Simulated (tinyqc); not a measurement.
# Domain walls in a thin film with perpendicular anisotropy: Bloch, Neel and chiral walls, motion and stripe domains, step by step

A worked calculation. Computed by tinyqc, a small Python program that keeps every step. Command: `OMP_NUM_THREADS=1 python tinyqc.py 3005303 3005304 out.jsonl mwall walk`. One thread of a shared host (Intel(R) Xeon(R) Processor @ 2.30GHz), about 0.01 s of CPU time with the checks. Intermediate numbers are printed to about 5 digits and carried at full precision; extremes and crossings named in words are read from the listed rows.

One-dimensional wall: polar angle theta(x), azimuth phi of the moment in the wall (phi = 0 Neel, 90 degrees Bloch). mu_0 = 1.25663706212e-6 T m/A, gamma = 1.76085963023e11 rad/(s T).

Inputs (values chosen for the exercise, for a model film):
```
quantity                      value    unit
saturation magnetisation M_s    971    kA/m
exchange stiffness A             11    pJ/m
uniaxial anisotropy K_u         688  kJ/m^3
DMI constant D                0.098  mJ/m^2
thickness t                       2      nm
damping alpha                 0.092       -
field mu_0 H_z                  1.2      mT
```

Drive: magnetic field.

## Width and energy of the Bloch wall

K_eff = K_u - mu_0 M_s^2/2; Delta = sqrt(A/K_eff); sigma_0 = 4 sqrt(A K_eff); profile theta = 2 arctan exp(x/Delta); quality factor Q = 2 K_u/(mu_0 M_s^2).

K_eff = 95.596 kJ/m^3

width parameter Delta = 10.727 nm

sigma_0 = 4.1018 mJ/m^2

quality factor Q = 1.1614

## Bloch or Neel

sigma(phi) = sigma_0 + 2 Delta K_D cos^2(phi) - pi D cos(phi), with the wall shape anisotropy K_D = N_x mu_0 M_s^2/2, N_x = t ln 2/(pi Delta). The minimum has cos(phi) = D/D_N for D < D_N = 4 Delta K_D/pi and phi = 0 beyond; sigma turns negative at D_c = (sigma_0 + 2 Delta K_D)/pi.

K_D = 24.369 kJ/m^3

D_N = 0.33284 mJ/m^2

azimuth phi = 72.876 degrees

wall energy sigma = 4.0565 mJ/m^2

D_c = 1.4721 mJ/m^2

A mixed wall, between Bloch and Neel. D is 0.07 of D_c.

## Walker breakdown

Field drive: steady motion v = gamma Delta B/alpha needs B = (alpha/2) [2 B_D sin(phi) - B_K sin(2 phi)] in size, B_K = 2 K_D/M_s, B_D = pi D/(2 M_s Delta), with phi moving from its rest value; the Walker field B_W is the largest value of |B_D sin(phi) - (B_K/2) sin(2 phi)| times alpha, reached at cos(phi) = [d - sqrt(d^2 + 8)]/4, d = B_D/B_K. Far above B_W/alpha, v = gamma Delta B alpha/(1 + alpha^2); this is used for all B above B_W.

B_K = 50.195 mT

B_D = 14.779 mT

Walker field B_W = 3.3157 mT

velocity at B_W = 68.075 m/s

velocity at B = 24.637 m/s

B is below B_W: steady motion. Without D, B_W would be alpha B_K/2 = 2.31 mT, so D raises it 1.4 times.

## Stripe domains

Dipolar length l = sigma/(mu_0 M_s^2); for t much smaller than the period the domain width is w = 0.955 t exp(pi l/t) (Kaplan and Gehring), given as log10 of w in nm.

dipolar length l = 3.4237 nm

log10 of the domain width in nm = 2.6167

Equilibrium domains are about 410 nm wide.

## Raising D

The formulas are those given above.

Wall against D; the last column is the Kaplan-Gehring width, log10[0.955 t exp(pi sigma/(mu_0 M_s^2 t))/nm], with a dash where it falls below 10 Delta and the formula fails:
```
D (mJ/m^2)  phi (degrees)  sigma (mJ/m^2)  sigma/sigma_0  log10 domain width
0.067              78.387          4.0806        0.99484              2.6306
0.170              59.286          3.9654        0.96675              2.5642
0.270              35.786          3.7578        0.91612              2.4447
0.290              29.391          3.7049        0.90324              2.4142
0.590               0.000          2.7711        0.67558                   -
0.880               0.000          1.8600        0.45347                   -
1.200               0.000          0.8547        0.20838                   -
1.300               0.000          0.5406        0.13179                   -
```

D_N is 23 % of D_c, so a small D fixes the chirality long before it lowers the energy much. Beyond D_N sigma falls by pi per unit of D, and the domain width, which has sigma in an exponent, drops by 0.2 decades over the valid rows (values above 6 mean a single domain in any device).

Checks made by the program: sigma_0 against the integral over the profile (relative difference below 1e-10); B_W against a scan of phi (relative difference below 1e-10).
